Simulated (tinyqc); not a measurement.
# Reverse leakage of an n+-p junction: diffusion, generation, trap-assisted and band-to-band tunnelling, step by step

tinyqc, about 0.01 s, one thread, Intel Xeon 2.30GHz (shared host): `OMP_NUM_THREADS=1 python tinyqc.py 2290130 2290131 out.jsonl` Printed values are rounded.

One-sided abrupt junction in the depletion approximation, x from the junction (0) to W on the p side, field F = F0 (1 - x/W). Flat quasi-Fermi levels, long p side. Traps generate through SRH with both lifetimes shortened by 1 + Gamma (Hurkx enhancement, form for moderate fields); band-to-band generation is local and needs a total bending above Eg.

Inputs (values chosen for the exercise); band and dielectric values close to those of silicon: temperature T = 350 K; band gap Eg = 1.11 eV; relative permittivity eps_r = 11.9; conduction-band density of states at T Nc = 3.57e19 cm^-3; valence-band density of states at T Nv = 3.38e19 cm^-3; acceptor density of the lighter side Na = 1.5e17 cm^-3; donor density of the heavier side Nd = 1e19 cm^-3; SRH lifetime of both carriers at zero field tau = 4e-8 s; trap level above the intrinsic level Et = 0 eV; tunnelling mass mt = 0.26 m0; electron diffusion coefficient on the lighter side Dn = 6.4 cm^2/s; band-to-band prefactor Ab = 5.7e14 cm^-0.5 V^-2.5 s^-1; band-to-band field constant Bb = 1.95e7 V/cm; reverse bias VR = 0.6 V.

Constants: q = 1.602176634e-19 C, kB = 1.380649e-23 J/K, hbar = 1.054571817e-34 J s, m0 = 9.1093837015e-31 kg, Vt = kB T/q, eps0 = 8.8541878128e-14 F/cm where lengths are in cm. Results are converted to the units shown.

## Field, scales and diffusion current

ni = sqrt(Nc Nv) exp(-Eg/(2 Vt)), Eg in volts; Vbi = Vt ln(Na Nd/ni^2); W = sqrt(2 eps0 eps_r (Vbi + VR)/(q Na)); F0 = 2 (Vbi + VR)/W; FG = sqrt(24 mt m0 (kB T)^3)/(q hbar); J_diff = q ni^2 sqrt(Dn/tau)(1 - exp(-VR/Vt))/Na.

ni = 3.54115e11 cm^-3
Vbi = 0.908221 V
W = 114.999 nm
F0 = 262.301 kV/cm
FG = 473.999 kV/cm
J_diff = 1.69421e-9 A/cm^2

## Generation rates across the layer

u = (Vbi + VR)(1 - x/W)^2, p = Na exp(-u/Vt), n = Nd exp((u - Vbi - VR)/Vt); G0 = ni^2 (1 - exp(-VR/Vt))/(tau (n + p + 2 ni cosh(Et/Vt))); Gamma = 2 sqrt(3 pi)(F/FG) exp((F/FG)^2); trap-assisted part G0 Gamma; G_bb = Ab F^2.5 exp(-Bb/F) with F in V/cm, zero unless Vbi + VR > Eg, and counted as zero under 1 cm^-3 s^-1. 15 equal steps.

| point | x (nm) | F (kV/cm) | Gamma | G0 (cm^-3 s^-1) | G0 Gamma (cm^-3 s^-1) | G_bb (cm^-3 s^-1) |
|---|---|---|---|---|---|---|
| 0 | 0.000 | 262.301 | 4.61511 | 3.13493e11 | 1.44681e12 | 0 |
| 1 | 7.667 | 244.815 | 4.14074 | 1.97398e14 | 8.17375e14 | 0 |
| 2 | 15.333 | 227.328 | 3.70624 | 7.82895e16 | 2.90160e17 | 0 |
| 3 | 23.000 | 209.841 | 3.30670 | 3.64447e18 | 1.20512e19 | 0 |
| 4 | 30.666 | 192.354 | 2.93773 | 4.42072e18 | 1.29869e19 | 0 |
| 5 | 38.333 | 174.868 | 2.59541 | 4.42617e18 | 1.14877e19 | 0 |
| 6 | 46.000 | 157.381 | 2.27624 | 4.41223e18 | 1.00433e19 | 0 |
| 7 | 53.666 | 139.894 | 1.97705 | 3.88021e18 | 7.67135e18 | 0 |
| 8 | 61.333 | 122.407 | 1.69496 | 8.94644e17 | 1.51638e18 | 0 |
| 9 | 68.999 | 104.921 | 1.42734 | 6.14963e16 | 8.77762e16 | 0 |
| 10 | 76.666 | 87.434 | 1.17178 | 5.40323e15 | 6.33138e15 | 0 |
| 11 | 84.333 | 69.947 | 0.926008 | 7.31839e14 | 6.77689e14 | 0 |
| 12 | 91.999 | 52.460 | 0.687921 | 1.54461e14 | 1.06257e14 | 0 |
| 13 | 99.666 | 34.974 | 0.455504 | 5.08417e13 | 2.31586e13 | 0 |
| 14 | 107.333 | 17.487 | 0.226824 | 2.61010e13 | 5.92032e12 | 0 |
| 15 | 114.999 | 0.000 | 0 | 2.08995e13 | 0 | 0 |

## Current components

Each current is q times the trapezoid sum of its rate; J adds J_diff; J_bb under 1e-8 of the sum is given as 0.

J_SRH = 2.68080e-6 A/cm^2
J_TAT = 6.89615e-6 A/cm^2
J_bb = 0 A/cm^2
J = 9.57864e-6 A/cm^2

A fine grid gives J = 9.440e-6 A/cm^2; the coarse sum is 1.5 % above it. On the fine grid the largest part is trap-assisted tunnelling (71.9 %). The simple estimate q ni W/(2 tau cosh(Et/Vt)) is 3.08 times the fine-grid J_SRH of 2.650e-6 A/cm^2, since near both edges n or p is large enough to quench generation.
